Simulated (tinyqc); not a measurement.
MOSFET in the linear regime without short-channel effects, parameter extraction from computed curves: one step of the calculation.

Inversion charge Q = Cox n Vt W0(exp((Vg - VT)/(n Vt))), W0 the Lambert function and n = nf; u = Q/Cox; mobility mu = mu0/(1 + th1 u + th2 u^2); channel resistance Rch = (L - dL)/(W mu Q); Id = Vd/(Rch + Rsd/W). Cox = eps0 eox/tox. Small Vd, no channel-length or drain effects.

Question. Transfer curve. u, mu, Rch and Id as defined.

Inputs (values chosen for the exercise); channel values of the order met in silicon transistors:

| symbol | value | unit | meaning |
|---|---|---|---|
| T | 300 | K | temperature |
| eox | 21.6 |  | relative permittivity of the gate insulator (close to hafnium oxide) |
| tox | 4.2 | nm | insulator thickness |
| mu0 | 300 | cm^2/(V s) | low-field mobility |
| th1 | 0.26 | 1/V | first mobility attenuation factor |
| th2 | 0 | 1/V^2 | second mobility attenuation factor |
| VT | 0.68 | V | threshold voltage |
| nf | 1.32 |  | body factor |
| W | 0.5 | um | gate width |
| L | 0.36 | um | drawn gate length |
| dL | 0.017 | um | drawn less effective length |
| Rsd | 500 | ohm um | source plus drain resistance |
| Vd | 0.01 | V | drain voltage |

Constants: q = 1.602176634e-19 C, kB = 1.380649e-23 J/K, Vt = kB T/q, eps0 = 8.8541878128e-14 F/cm where lengths are in cm. Results are converted to the units shown.

Vg, point 0 to 8 (V): 0.52  0.6  0.68  0.76  0.84  0.92  1  1.08  1.16

Give: u; mu; Rch; Id.

Answer.

```
point      u (V)  mu (cm^2/(V s))  Rch (ohm)    Id (uA)
0      3.1105e-4           299.98   1.6145e6  0.0061899
1      0.0029976           299.77   1.6765e5   0.059294
2       0.019354           298.50      26078    0.36931
3       0.060474           295.36     8434.4     1.0599
4        0.11774           291.09     4395.7     1.8533
5        0.18274           286.39     2878.6     2.5783
6        0.25180           281.57     2124.9     3.2001
7        0.32327           276.74     1684.0     3.7258
8        0.39632           271.97     1397.6     4.1708
```

Program tinyqc, `OMP_NUM_THREADS=1 python tinyqc.py 2210033 2210034 out.jsonl`; Intel Xeon 2.30GHz, shared host, one thread, about 0.01 s.
